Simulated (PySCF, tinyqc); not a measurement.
Inside a calculation. Method: RHF in the sto-3g basis, for H3+, spin multiplicity 1. The lowest restricted solution is unstable here: a spin-polarised one lies 0.0388 hartree lower (PySCF). One step of it, computed by the program tinyqc.

Problem. Iteration 1: diagonalisation and new density. Diagonalise F' = X^T F X, C = X C', fill 1 alpha and 1 beta electrons from the bottom; D = 2 C_occ C_occ^T. Each column has its largest component positive (the first on a tie).

Fock matrix F (hartree), lower triangle:
```
           1H 1s      2H 1s      3H 1s
1H 1s  -0.461279
2H 1s  -0.314931  -0.385423
3H 1s  -0.314931  -0.067880  -0.385423
```

X, lower triangle:
```
           1H 1s     2H 1s     3H 1s
1H 1s   1.051743
2H 1s  -0.135191  1.025614
3H 1s  -0.135191  0.016858  1.025614
```

Give: F' = X^T F X; orbital energies; coefficients C; D after iteration 1.

Solution.

F' = X^T F X (hartree), lower triangle:
```
         1        2        3
1  -0.3477
2  -0.2273  -0.3275
3  -0.2273  -0.0044  -0.3275
```

orbital energies (hartree): MO1 -0.6614, MO2 -0.3231, MO3 -0.0182

coefficients C:
```
          MO1      MO2      MO3
1H 1s  0.6192   0.0000   0.8714
2H 1s  0.4181   0.7133  -0.6220
3H 1s  0.4181  -0.7133  -0.6220
```

D after iteration 1, lower triangle:
```
        1H 1s   2H 1s   3H 1s
1H 1s  0.7669
2H 1s  0.5177  0.3495
3H 1s  0.5177  0.3495  0.3495
```
